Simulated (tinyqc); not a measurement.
Berg model of reactive sputtering of a nitride or oxide: poisoning, hysteresis and pumping speed: one step, computed by the program tinyqc. Command: `OMP_NUM_THREADS=1 python tinyqc.py 3009437 3009438 out.jsonl berg walk`. One thread of a shared host (Intel(R) Xeon(R) Processor @ 2.30GHz), about 0.07 s of CPU time with the checks.

A diatomic gas reacts with bare metal on the target and on the collecting surfaces; ions remove metal and compound from the target. theta_t and theta_c are the compound fractions.

Task: Steady state at the pressure P. Ion flux j = J/e; gas flux F = P/sqrt(2 pi M k_B T). Target: (2/z) alpha F (1 - theta_t) = j Y_c theta_t. Sputtered flows F_c = j Y_c theta_t A_t, F_m = j Y_m (1 - theta_t) A_t. Collector: (2/z) alpha F (1 - theta_c) A_c + F_c (1 - theta_c) = F_m theta_c. Gas use Q = alpha F [(1 - theta_t) A_t + (1 - theta_c) A_c] + P S/(k_B T); 1 sccm = 4.4780e17 molecules/s. Rate R = F_m + F_c, given relative to j Y_m A_t.

Inputs (values chosen for the exercise, close to those used for titanium dioxide): ion current density J = 34 mA/cm^2; target area A_t = 210 cm^2; collecting area A_c = 3200 cm^2; metal yield Y_m = 0.44; compound yield Y_c = 0.024; sticking coefficient alpha = 0.41; reactive atoms per metal atom z = 2; gas mass M = 32 u; pumping speed S = 110 l/s; gas temperature T = 300 K; reactive partial pressure P = 0.0066 Pa.

Constants: e = 1.602176634e-19 C; u = 1.6605390666e-27 kg; k_B = 1.380649e-23 J/K.

Give: ion flux j; gas flux F; theta_t; theta_c; gas use; total flow Q; rate relative to clean metal.

Result:

ion flux j = 2.1221e+17 1/(cm^2 s)

gas flux F = 1.7748e+16 1/(cm^2 s)

theta_t = 0.58827

theta_c = 0.74761

gas use (sccm): target 1.405, collector 13.124, pump 0.391

total flow Q = 14.921 sccm

rate relative to clean metal = 0.44382

The target is partly covered. The film is 74.8 % compound. Caution: here dQ/dP is negative, a branch that flow control cannot hold.
